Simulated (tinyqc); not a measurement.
Inside a calculation. Model: double-gate transistor, scale length and short-channel effects.

Program tinyqc, `OMP_NUM_THREADS=1 python tinyqc.py 2420153 2420154 out.jsonl`; Intel Xeon 2.30GHz, shared host, one thread, about 0.01 s. Printed values are rounded.

A body of thickness ts between two insulators of thickness ti and two tied gates. Below threshold the potential that source and drain add obeys Laplace's equation and vanishes on the gate. Its lowest mode decays along the channel as exp(-k y); k is the smallest positive root of the matching condition at the interface, and the scale length is Lambda = pi/k.

Values chosen for this exercise; permittivities: semiconductor close to that of gallium nitride, insulator close to that of aluminium oxide: temperature T = 325 K; relative permittivity of the semiconductor eps_r = 9.42; relative permittivity of the insulator ei = 9.18; insulator thickness ti = 1.5 nm; body thickness ts = 3.1 nm; channel length L = 16 nm; potential of the source Vbi = 1.03 V; potential of the barrier top at threshold sT = 0.63 V; long-channel threshold VTL = 0.34 V; long-channel body factor m = 1; drain voltage Vds = 0.7 V.

Constants: q = 1.602176634e-19 C, kB = 1.380649e-23 J/K, Vt = kB T/q. Results are converted to the units shown.

## Scan of the matching condition

k, point 0 to 7 (1/nm): 0.1025  0.205  0.3075  0.41  0.5125  0.615  0.7175  0.82

f(k) = ei cos(k ti) cos(k ts/2) - eps_r sin(k ti) sin(k ts/2).

f(k), point 0 to 7: 8.72923  7.42060  5.38099  2.80811  -0.04862  -2.91226  -5.50521  -7.57610

The first change of sign lies between k = 0.41 and 0.5125 1/nm.

## Iteration 1: decay constant by Newton steps

k at the start = 0.41 1/nm

f(k) = ei cos(k ti) cos(k ts/2) - eps_r sin(k ti) sin(k ts/2); f' by a central difference with +/- 1e-5 1/nm; k(new) = k - f/f'.

f = 2.80811
f' = -26.9223 nm
k after iteration 1 = 0.514304 1/nm

## Iteration 2: decay constant by Newton steps

As before.

f = -0.0997949
f' = -28.3648 nm
k after iteration 2 = 0.510786 1/nm

## Course of the iteration: decay constant by Newton steps

Stop when k changes by less than 1e-10 1/nm, or after 30 iterations.

Course of the iteration:
```
iteration  k (1/nm)  |change| (1/nm)
1          0.514304            0.104
2          0.510786          3.52e-3
3          0.510786          1.08e-7
4          0.510786          < 1e-13
```

Converged in 4 iterations. The change falls from 0.10 in the first iteration to below the tolerance in the last.

## Scale length against simple estimates

k = 0.510786 1/nm

Lambda = pi/k and l = 1/k. A parabolic potential across the structure gives l(parabolic) = sqrt((eps_r/(2 ei)) ts ti (1 + ei ts/(4 eps_r ti))).

Lambda = 6.15051 nm
l = 1.95777 nm
l(parabolic) = 1.89395 nm

The parabolic estimate is 3.3 % below l.

## Threshold shift, barrier position and swing

Along the channel psi(y) = s + a exp(y/l) + b exp(-y/l) with psi(0) = Vbi, psi(L) = Vbi + Vds and l = 1/k = Lambda/pi; with A = Vbi - s, B = A + Vds, x = exp(-L/l): a = (B - A x) x/(1 - x^2), b = (A - B x)/(1 - x^2). The minimum is s + 2 sqrt(a b), at y = (l/2) ln(b/a). The long-channel potential follows the gate as s = sT + (Vg - VTL)/m, and the threshold VT is the gate voltage at which the minimum equals sT. Swing = m Vt ln 10/g at threshold, g = d(minimum)/ds = 1 - (b x + a)/((1 + x) sqrt(a b)).

s at threshold = 0.606844 V
a = 3.17022e-4 V
b = 0.422839 V
position of the minimum = 7.04383 nm
VT = 0.316844 V
swing = 67.0120 mV/decade

The threshold lies 23.2 mV below the long-channel value, and the barrier top sits at 0.44 L from the source.
